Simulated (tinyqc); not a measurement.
# Arrhenius plot from several rate windows

Emission rate en = sn vth(T) Nc(T) exp(-Et/kB T) = sn g T^2 exp(-Et/kB T), g = vth Nc/(300 K)^2, as vth goes as T^0.5 and Nc as T^1.5 (degeneracy factor 1). Here the cross-section is thermally activated, sn exp(-Eb/kB T) with Eb = 0.06 eV. Each window ew gives the temperature where en = ew.

Inputs (values chosen for the exercise); material values close to those of 4H silicon carbide:
- Nc = 1.68e19 cm^-3 (conduction-band density of states at 300 K)
- vth = 2e7 cm/s (thermal velocity at 300 K)
- Et = 0.36 eV (depth of the trap below the conduction edge)
- sn = 5.2e-14 cm^2 (capture cross-section)

Constants: q = 1.602176634e-19 C, kB = 1.380649e-23 J/K. Results are converted to the units shown.

Arrhenius plot from several rate windows:
```
ew (1/s)  T peak (K)  q/kB T (1/eV)  ln(ew/T^2)    ln ew
1.7           169.14         68.607     -9.7309  0.53063
5.1           175.39         66.164     -8.7048   1.6292
15            181.97         63.771     -7.6997   2.7081
47            189.48         61.244     -6.6384   3.8501
140           197.23         58.836     -5.6271   4.9416
430           205.87         56.368     -4.5907   6.0638
1300          215.12         53.944     -3.5723   7.1701
3900          225.14         51.545     -2.5647   8.2687
```

The peak rises from 169 to 225 K. ln(ew/T^2) against q/kB T is a straight line of slope -0.4200 eV, which is Et + Eb and not Et = 0.36 eV: a capture barrier adds to the activation energy. Its intercept gives sn = 5.20e-14 cm^2. Leaving out the T^2 gives 0.4535 eV, too high by about 2 kB T.

Computed by the program tinyqc: `OMP_NUM_THREADS=1 python tinyqc.py 2050009 2050010 out.jsonl`, one thread of a shared Intel Xeon 2.30GHz, about 0.01 s for the whole run.
